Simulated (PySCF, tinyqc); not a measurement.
Inside a calculation. Method: CIS on RHF in the sto-3g basis, frozen core, for Be, spin multiplicity 1. The lowest restricted solution is unstable here: a spin-polarised one lies 0.0012 hartree lower (PySCF). Computed by tinyqc, a small Python program that keeps every step (integrals from PySCF). Settings: charge = 0, multiplicity = 1, basis = sto-3g, method = RHF, frozen orbitals = 1, energy threshold = 1e-10, iteration cap = 84, orthogonalisation = symmetric, start = core, DIIS depth = 6. Command: `OMP_NUM_THREADS=1 python tinyqc.py 24142 24143 out.jsonl` (the two numbers bound the seeds that draw the settings). One thread of a shared host (Intel(R) Xeon(R) Processor @ 2.60GHz), about 0.03 s of CPU time with the checks. The early iterations of the SCF are left out here.

## One-electron integrals

Geometry (angstrom):
```
atom,x,y,z
Be,0.000000,0.000000,0.000000
```

Basis sto-3g: exponents (1/bohr^2) and contraction coefficients of normalised primitives:
```
element,l (shell),exponent,coefficient
Be,s (1),30.167871,0.154329
Be,s (1),5.495115,0.535328
Be,s (1),1.487193,0.444635
Be,s (2),1.314833,-0.099967
Be,s (2),0.305539,0.399513
Be,s (2),0.099371,0.700115
Be,p (3),1.314833,0.155916
Be,p (3),0.305539,0.607684
Be,p (3),0.099371,0.391957
```

Overlap, kinetic and nuclear-attraction integrals over the contracted functions; the nuclear repulsion is the sum of Za Zb / Rab.

nuclear repulsion = 0 hartree

overlap S, lower triangle:
```
,1Be 1s,1Be 2s,1Be 2px,1Be 2py,1Be 2pz
1Be 1s,1.000000
1Be 2s,0.259517,1.000000
1Be 2px,0.000000,0.000000,1.000000
1Be 2py,0.000000,0.000000,0.000000,1.000000
1Be 2pz,0.000000,0.000000,0.000000,0.000000,1.000000
```

kinetic energy T (hartree), lower triangle:
```
,1Be 1s,1Be 2s,1Be 2px,1Be 2py,1Be 2pz
1Be 1s,6.693975
1Be 2s,-0.033012,0.211111
1Be 2px,0.000000,0.000000,0.660592
1Be 2py,0.000000,0.000000,0.000000,0.660592
1Be 2pz,0.000000,0.000000,0.000000,0.000000,0.660592
```

nuclear attraction V (hartree), lower triangle:
```
,1Be 1s,1Be 2s,1Be 2px,1Be 2py,1Be 2pz
1Be 1s,-14.561092
1Be 2s,-1.899246,-2.313268
1Be 2px,0.000000,0.000000,-2.294749
1Be 2py,0.000000,0.000000,0.000000,-2.294749
1Be 2pz,0.000000,0.000000,0.000000,0.000000,-2.294749
```

core Hamiltonian H = T + V (hartree), lower triangle:
```
,1Be 1s,1Be 2s,1Be 2px,1Be 2py,1Be 2pz
1Be 1s,-7.867117
1Be 2s,-1.932258,-2.102157
1Be 2px,0.000000,0.000000,-1.634157
1Be 2py,0.000000,0.000000,0.000000,-1.634157
1Be 2pz,0.000000,0.000000,0.000000,0.000000,-1.634157
```

## Two-electron integrals

Functions are numbered as in S; the eight-fold symmetry (ij|kl) = (ji|kl) = (kl|ij) leaves the list below.

Two-electron integrals (ij|kl) in chemists' order, unique and non-zero (hartree):
```
i,j,k,l,(ij|kl)
1,1,1,1,2.298831
2,1,1,1,0.392036
2,1,2,1,0.079539
2,2,1,1,0.570988
2,2,2,1,0.143041
2,2,2,2,0.417683
3,1,3,1,0.014607
3,2,3,1,0.021888
3,2,3,2,0.092265
3,3,1,1,0.569578
3,3,2,1,0.143083
3,3,2,2,0.417589
3,3,3,3,0.449859
4,1,4,1,0.014607
4,2,4,1,0.021888
4,2,4,2,0.092265
4,3,4,3,0.024249
4,4,1,1,0.569578
4,4,2,1,0.143083
4,4,2,2,0.417589
4,4,3,3,0.401360
4,4,4,4,0.449859
5,1,5,1,0.014607
5,2,5,1,0.021888
5,2,5,2,0.092265
5,3,5,3,0.024249
5,4,5,4,0.024249
5,5,1,1,0.569578
5,5,2,1,0.143083
5,5,2,2,0.417589
5,5,3,3,0.401360
5,5,4,4,0.401360
5,5,5,5,0.449859
```

## Orthogonalisation

S = U s U^T; symmetric (Loewdin) form X = U s^(-1/2) U^T, so that X^T S X = 1.

eigenvalues of S: 0.740483  1.000000  1.000000  1.000000  1.259517

X, lower triangle:
```
,1Be 1s,1Be 2s,1Be 2px,1Be 2py,1Be 2pz
1Be 1s,1.026569
1Be 2s,-0.135528,1.026569
1Be 2px,0.000000,0.000000,1.000000
1Be 2py,0.000000,0.000000,0.000000,1.000000
1Be 2pz,0.000000,0.000000,0.000000,0.000000,1.000000
```

## Iteration 2 (converged): orbitals

converged F (hartree), lower triangle:
```
,1Be 1s,1Be 2s,1Be 2px,1Be 2py,1Be 2pz
1Be 1s,-4.481297
1Be 2s,-1.266056,-0.594757
1Be 2px,0.000000,0.000000,0.221086
1Be 2py,0.000000,0.000000,0.000000,0.221086
1Be 2pz,0.000000,0.000000,0.000000,0.000000,0.221086
```

Diagonalise F' = X^T F X, C = X C', fill 2 alpha and 2 beta electrons from the bottom; D = 2 C_occ C_occ^T. Each column has its largest component positive (the first on a tie).

F' = X^T F X (hartree), lower triangle:
```
,1,2,3,4,5
1,-4.381226
2,-0.651256,-0.356804
3,0.000000,0.000000,0.221086
4,0.000000,0.000000,0.000000,0.221086
5,0.000000,0.000000,0.000000,0.000000,0.221086
```

orbital energies (hartree): MO1 -4.483992, MO2 -0.254038, MO3 0.221086, MO4 0.221086, MO5 0.221086

coefficients C:
```
,MO1,MO2,MO3,MO4,MO5
1Be 1s,0.992898,-0.293881,0.000000,0.000000,0.000000
1Be 2s,0.026138,1.035147,0.000000,0.000000,0.000000
1Be 2px,0.000000,0.000000,1.000000,0.000000,0.000000
1Be 2py,0.000000,0.000000,0.000000,1.000000,0.000000
1Be 2pz,0.000000,0.000000,0.000000,0.000000,1.000000
```

D after iteration 2, lower triangle:
```
,1Be 1s,1Be 2s,1Be 2px,1Be 2py,1Be 2pz
1Be 1s,2.144425
1Be 2s,-0.556515,2.144425
1Be 2px,0.000000,0.000000,0.000000
1Be 2py,0.000000,0.000000,0.000000,0.000000
1Be 2pz,0.000000,0.000000,0.000000,0.000000,0.000000
```

Within a degenerate level the vectors are fixed only up to a rotation; this is one choice.

## Convergence

Stop when the energy changes by less than 1e-10 hartree and every element of the error matrix X^T (F D S - S D F) X is below 3e-06.

Course of the cycle:
```
iteration,E (hartree),change,largest element of the error matrix
1,-14.35188048,-,1.81e-15
2,-14.35188048,-5.33e-15,8.97e-16
```

PySCF RHF in the same basis = -14.35188048 hartree

Converged in 2 iterations.

## Integrals over molecular orbitals

(pq|rs) = sum C_ip C_jq C_kr C_ls (ij|kl), one index at a time.

one-electron integrals over orbitals h = C^T H C (hartree), lower triangle:
```
,1,2,3,4,5
1,-7.857501
2,0.267574,-1.756350
3,0.000000,0.000000,-1.634157
4,0.000000,0.000000,0.000000,-1.634157
5,0.000000,0.000000,0.000000,0.000000,-1.634157
```

Two-electron integrals over orbitals (pq|rs), unique and non-zero (hartree); the lowest 1 orbital is frozen and left out:
```
p,q,r,s,(pq|rs)
2,2,2,2,0.404138
3,2,3,2,0.086809
3,3,2,2,0.409597
3,3,3,3,0.449859
4,2,4,2,0.086809
4,3,4,3,0.024249
4,4,2,2,0.409597
4,4,3,3,0.401360
4,4,4,4,0.449859
5,2,5,2,0.086809
5,3,5,3,0.024249
5,4,5,4,0.024249
5,5,2,2,0.409597
5,5,3,3,0.401360
5,5,4,4,0.401360
5,5,5,5,0.449859
```

## CIS matrix, singlets

A(ia,jb) = (e_a - e_i) d_ij d_ab + 2 (ia|jb) - (ij|ab).

CIS matrix A, singlet (hartree), lower triangle:
```
,2>3,2>4,2>5
2>3,0.239145
2>4,0.000000,0.239145
2>5,0.000000,0.000000,0.239145
```

## CIS singlet states

dipole integrals <i|r|a> (bohr):
```
,x,y,z
2>3,1.264640,0.000000,0.000000
2>4,0.000000,1.264640,0.000000
2>5,0.000000,0.000000,1.264640
```

Diagonalise A (1 hartree = 27.211386 eV); each vector has its largest component positive (the first on a tie). The transition dipole is mu = sqrt2 sum c_ia <i|r|a>.

singlet excitation energies (eV): 6.507459  6.507459  6.507459

lowest vectors:
```
,state 1,state 2,state 3
2>3,1.000000,0.000000,0.000000
2>4,0.000000,1.000000,0.000000
2>5,0.000000,0.000000,1.000000
```

oscillator strengths 2/3 w |mu|^2: 0.509957  0.509957  0.509957

Within a degenerate level the vectors are fixed only up to a rotation; this is one choice.

## CIS matrix, triplets

A(ia,jb) = (e_a - e_i) d_ij d_ab - (ij|ab).

CIS matrix A, triplet (hartree), lower triangle:
```
,2>3,2>4,2>5
2>3,0.065527
2>4,0.000000,0.065527
2>5,0.000000,0.000000,0.065527
```

## CIS triplet states

Diagonalise A (1 hartree = 27.211386 eV); each vector has its largest component positive (the first on a tie).

triplet excitation energies (eV): 1.783074  1.783074  1.783074

lowest vectors:
```
,state 1,state 2,state 3
2>3,1.000000,0.000000,0.000000
2>4,0.000000,1.000000,0.000000
2>5,0.000000,0.000000,1.000000
```

Within a degenerate level the vectors are fixed only up to a rotation; this is one choice.
